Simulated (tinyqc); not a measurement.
Ellipsometry and reflectance of a transparent film on an absorbing substrate: two steps of the calculation.

Air (index 1), film, substrate with N2 = n2 - i k2; time factor exp(+i w t). q_j = sqrt(N_j^2 - sin^2 th), root with positive real part. Fresnel coefficients r_s = (q_a - q_b)/(q_a + q_b), r_p = (N_b^2 q_a - N_a^2 q_b)/(N_b^2 q_a + N_a^2 q_b). tan(Psi) exp(i Delta) = R_p/R_s, Delta taken from 0 to 360 degrees.

Parameters, values chosen for the exercise; indices close to those of titanium dioxide on silicon: wavelength lam = 405 nm; angle of incidence th = 70 degrees; index of the transparent film n1 = 2.376; film thickness d = 1.2 nm; index of the substrate n2 = 5.42; extinction coefficient of the substrate k2 = 0.329.

Problem 1. Interface coefficients and thickness period. q0, q1, q2 and the coefficients r01 and r12 for p and s; the results repeat in d with the period lam/(2 q1).

Wanted: q0; q1; q2; r01,p; r01,s; r12,p; r12,s; period.

Solution 1.

q0 = 0.34202
q1 = 2.1823
q2 = 5.3382-0.3340i
r01,p = -0.061134
r01,s = -0.72902
r12,p = 0.36148-0.02555i
r12,s = -0.42079+0.02573i
period = 92.793 nm

Problem 2. Psi, Delta and reflectances. beta = 2 pi d q1/lam, X = exp(-2 i beta), R = (r01 + r12 X)/(1 + r01 r12 X) for p and s.

q1 = 2.1822818
r01,p = -0.061133601
r01,s = -0.72901804
r12,p = 0.36148198-0.02555117i
r12,s = -0.42078826+0.02572691i

Give: beta; X; R_p; R_s; Psi; Delta; |R_p|^2; |R_s|^2.

Solution 2.

beta = 0.040627 rad
X = 0.99670-0.08117i
R_p = 0.30354-0.05707i
R_s = -0.87948+0.01645i
Psi = 19.347 degrees
Delta = 170.42 degrees
|R_p|^2 = 0.095393
|R_s|^2 = 0.77376

The bare substrate gives Psi = 19.30 and Delta = 175.51 degrees.

tinyqc, about 0.01 s, one thread, Intel Xeon 2.30GHz (shared host): `OMP_NUM_THREADS=1 python tinyqc.py 2870121 2870122 out.jsonl`
